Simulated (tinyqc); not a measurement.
What moves the results: band offset of a heterojunction with an interface dipole (two-band chains, self-consistent charge). A value that a table varies takes the place of the one given here.

Sites alternate A, C. Left: A at -G1/2, C at +G1/2, hopping -t1; right: A at D - G2/2, C at D + G2/2, hopping -t2; the bonds across the two interfaces of a ring (C left to A right, C right to A left) have -sqrt(t1 t2). D is the offset of the mid-gaps, so Ev(right) - Ev(left) = D - (G2 - G1)/2 and Ec(right) - Ec(left) = D + (G2 - G1)/2. The closing bond has its sign reversed (antiperiodic ring). Half the levels are filled with two electrons each. The charge moved is q = (electrons on the left) less one a site; the mean over the two interfaces, q/2, is taken as the charge that crosses each, and its dipole opposes the offset: D = D0 - u q/2.

From here on the ring has 24 cells a side.

Parameters, chosen for this exercise (gaps near those of Si and HfO2; the chains and D0 are free models, so the offsets are not those of the real pair; shifted at random, so the results belong to these values and not to a real crystal): G1 = 1.13 eV (gap on the left); G2 = 5.73 eV (gap on the right); t1 = 2.58 eV (hopping on the left); t2 = 1.77 eV (hopping on the right); u = 7.1 eV (potential step per electron moved across); D0 = -0.69 eV (mid-gap of the right side above that of the left, without dipole).

## Where the moved charge sits

D = -0.46694 eV

Electrons in cell k from an interface at the self-consistent D, less those at D = 0. Interface 1 joins C left to A right, interface 2 C right to A left. The decay lengths 1/(2 kappa a) are those of mid-gap states, cosh(kappa a) = 1 + G^2/(8 t^2).

Change of the electron count:

| k | left of 1 | right of 1 | left of 2 | right of 2 |
|---|---|---|---|---|
| 1 | -0.01457 | 0.02694 | -0.01811 | 0.03311 |
| 2 | -0.00601 | 0.00116 | -0.00739 | 0.00148 |
| 3 | -0.00318 | 0.00006 | -0.00387 | 0.00007 |
| 4 | -0.00179 | 0.00000 | -0.00217 | 0.00000 |
| 5 | -0.00104 | 0.00000 | -0.00125 | 0.00000 |
| 6 | -0.00062 | 0.00000 | -0.00074 | 0.00000 |

decay lengths (cells): left 2.288, right 0.338

How do the results move?

Over six cells interface 1 moves -0.0272 electrons to the left side and +0.0282 to the right, interface 2 -0.0335 and +0.0347: each change is a dipole, and the two differ because the bonds join different sites. The first cells hold 75 % of it at interface 1. The tail is longer on the left, where the gap is smaller against the hopping: from k = 2 to 4 it falls by a factor 3.35, and pure mid-gap decay would give 2.4; the exponential carries a prefactor that falls as a power of the distance, so the first cells drop faster.

## Screening of the starting offset

chi = 0.133247 1/eV

D0 is varied; the self-consistent D is found by bisection. chi = dq/dD at D = 0; the linear rule is D = S D0 with S = 1/(1 + u chi/2). The gap of the junction closes (type III) at |D| = (G1 + G2)/2.

Against D0:

| 2 D0/(G1 + G2) | D0 (eV) | q at D0 | D (eV) | D/D0 | linear (eV) |
|---|---|---|---|---|---|
| -0.85 | -2.916 | -0.5659 | -1.8761 | 0.6435 | -1.9793 |
| -0.55 | -1.887 | -0.2949 | -1.2513 | 0.6633 | -1.2807 |
| -0.30 | -1.029 | -0.1438 | -0.6937 | 0.6741 | -0.6986 |
| -0.15 | -0.514 | -0.0694 | -0.3487 | 0.6777 | -0.3493 |
| 0.10 | 0.343 | 0.0459 | 0.2327 | 0.6783 | 0.2329 |
| 0.25 | 0.858 | 0.1181 | 0.5793 | 0.6756 | 0.5821 |
| 0.50 | 1.715 | 0.2608 | 1.1420 | 0.6659 | 1.1643 |
| 0.80 | 2.744 | 0.5105 | 1.7760 | 0.6472 | 1.8628 |
| 0.95 | 3.259 | 0.6980 | 2.0712 | 0.6356 | 2.2121 |

What can be read from the table?

D/D0 lies between 0.636 and 0.678, against S = 0.679 from chi at D = 0; the linear rule misses by at most 141 meV. q is odd in D. Less than half of the starting offset is screened, so the natural line-up still counts most.

## Wider gaps screen less

G2 is varied. chi = (q(+0.01) - q(-0.01))/0.02 at D = 0, S = 1/(1 + u chi/2).

Against G2:

| G2 (eV) | chi (1/eV) | S |
|---|---|---|
| 0.7 | 0.58406 | 0.3254 |
| 1.1 | 0.47872 | 0.3704 |
| 1.5 | 0.40690 | 0.4091 |
| 2.3 | 0.31137 | 0.4750 |
| 3.4 | 0.22958 | 0.5510 |
| 5.5 | 0.14008 | 0.6679 |
| 7.0 | 0.10216 | 0.7338 |
| 9.0 | 0.06938 | 0.8024 |

How do the results move?

chi falls from 0.5841 to 0.0694 1/eV, a factor 8.4, and S rises from 0.325 to 0.802: charge crosses through the tails of states that tunnel into the other gap, and these shorten as the gap widens. u is kept fixed, though a wider gap also screens less and would raise it.

## What each parameter does

Self-consistent D by bisection, q there, and the two offsets. Each row changes one parameter from the base and keeps the others.

Results:

| case | D (eV) | q | valence offset (eV) | conduction offset (eV) |
|---|---|---|---|---|
| base | -0.4669 | -0.0628 | -2.7669 | 1.8331 |
| G1 = 1.299 eV | -0.4713 | -0.0616 | -2.6868 | 1.7442 |
| G2 = 6.59 eV | -0.4934 | -0.0554 | -3.2234 | 2.2366 |
| t1 = 2.967 eV | -0.4646 | -0.0635 | -2.7646 | 1.8354 |
| t2 = 2.035 eV | -0.4612 | -0.0645 | -2.7612 | 1.8388 |
| D0 = -0.793 eV | -0.5361 | -0.0724 | -2.8361 | 1.7639 |
| u = 8.165 eV | -0.4455 | -0.0599 | -2.7455 | 1.8545 |

How do the results move?

The largest shifts from the base row, up to three for each result and ties (the steps differ in size, so this ranks the rows, not the parameters). D (eV): D0 -0.0692, G2 -0.0265, u +0.0215. q: D0 -0.0095, G2 +0.0075, u +0.0029. valence offset (eV): G2 -0.4565, G1 +0.0801, D0 -0.0692. conduction offset (eV): G2 +0.4035, G1 -0.0889, D0 -0.0692.

(tinyqc, `OMP_NUM_THREADS=1 python tinyqc.py 1481207 1481208 out.jsonl`, Intel(R) Xeon(R) Processor @ 2.30GHz, 1 thread, shared host, about 0.4 s.)
